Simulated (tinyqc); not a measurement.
Hubbard ring of 4 sites, step by step. Computed by tinyqc, a small Python program that keeps every step. Settings: hopping = 1.28, U = 4.1, mixing = 1, iteration cap = 81. Command: `OMP_NUM_THREADS=1 python tinyqc.py 27395 27396 out.jsonl` (the two numbers bound the seeds that draw the settings). One thread of a shared host (Intel(R) Xeon(R) Processor @ 2.60GHz), about 0.2 s of CPU time with the checks. Later iterations appear only in the table of the cycle.

## Mean-field iteration 1

one-body matrix (hopping and site energies) (eV):
```
          1         2         3         4
1   0.00000  -1.28000   0.00000  -1.28000
2  -1.28000   0.00000  -1.28000   0.00000
3   0.00000  -1.28000   0.00000  -1.28000
4  -1.28000   0.00000  -1.28000   0.00000
```

U = 4.10000 eV

electrons, up and down: 2  1

mixing = 1

n(up) at the start (a guess, not normalised): 1 0.95000, 2 0.05000, 3 0.95000, 4 0.05000

n(down) at the start (a guess): 1 0.00000, 2 0.70000, 3 0.00000, 4 0.70000

H(up) = T + U n(down), H(down) = T + U n(up); fill the lowest levels; n(new) = n + mixing (n(out) - n); E = tr T (rho up + rho down) + U sum n_up n_down of the output.

levels, up (eV): -1.49976  0.00000  2.87000  4.36976

levels, down (eV): -1.10557  0.20500  3.89500  5.20557

energy = -3.15226 eV

n(up) after iteration 1: 1 0.87224, 2 0.12776, 3 0.87224, 4 0.12776

n(down) after iteration 1: 1 0.10383, 2 0.39617, 3 0.10383, 4 0.39617

## Mean-field iteration 2

As before.

levels, up (eV): -1.60421  0.42570  1.62430  3.65421

levels, down (eV): -0.93041  0.52381  3.57619  5.03041

energy = -3.28601 eV

n(up) after iteration 2: 1 0.80698, 2 0.19302, 3 0.80698, 4 0.19302

n(down) after iteration 2: 1 0.12198, 2 0.37802, 3 0.12198, 4 0.37802

## Convergence

Each step fills the lowest levels of T + U n(other spin) and sets n(new) = n + mixing (n(out) - n); stop when output and input agree to 1e-8.

Course of the cycle:
```
iteration      E (eV)  largest |n(out) - n(in)|  mean |n_up - n_down|
1          -3.1522635                  3.04e-01               0.51841
2          -3.2860146                  6.53e-02               0.43500
3          -3.2982588                  1.77e-02               0.41052
4          -3.2995594                  6.72e-03               0.40182
5          -3.2997052                  1.98e-03               0.39908
6          -3.2997217                  7.60e-04               0.39810
7          -3.2997236                  2.26e-04               0.39779
8          -3.2997238                  8.67e-05               0.39768
9          -3.2997239                  2.58e-05               0.39764
10         -3.2997239                  9.90e-06               0.39763
11         -3.2997239                  2.95e-06               0.39762
12         -3.2997239                  1.13e-06               0.39762
13         -3.2997239                  3.37e-07               0.39762
14         -3.2997239                  1.29e-07               0.39762
15         -3.2997239                  3.85e-08               0.39762
16         -3.2997239                  1.48e-08               0.39762
17         -3.2997239                  4.40e-09               0.39762
```

local moments n_up - n_down: 1 0.64762, 2 -0.14762, 3 0.64762, 4 -0.14762

Converged in 17 iterations. Before convergence this energy mixes input and output and is not variational, so it may rise towards its limit.

## Exact diagonalisation (24 states)

Lowest levels of the sector, and the double occupancy of the lowest state.

lowest levels (eV): -3.71718  -3.71718  -2.56000  -1.95051  -1.95051  -0.29693

double occupancy per site = 0.05318

The mean-field solution above lies 0.4175 eV above the exact energy.

## The lowest level by Lanczos steps

From a random start vector (not printed): a_j = <q_j|H|q_j>, b_j = norm of the remainder after orthogonalising; the Ritz value is the lowest eigenvalue of the tridiagonal matrix of a and b so far.

Lanczos:
```
j   a_j (eV)  b_j (eV)  lowest Ritz value (eV)
1    0.91448   3.85802               0.9144760
2    2.06848   3.24884              -2.4094467
3    2.06505   3.00396              -3.3596538
4    3.06756   2.35746              -3.6318662
5    2.77035   3.12922              -3.6788201
6    0.60010   1.47549              -3.7104238
7    2.15732   2.06975              -3.7155786
8    0.90639   1.95040              -3.7167310
9    0.67616   2.51735              -3.7170732
10   4.79340   1.66220              -3.7171696
```
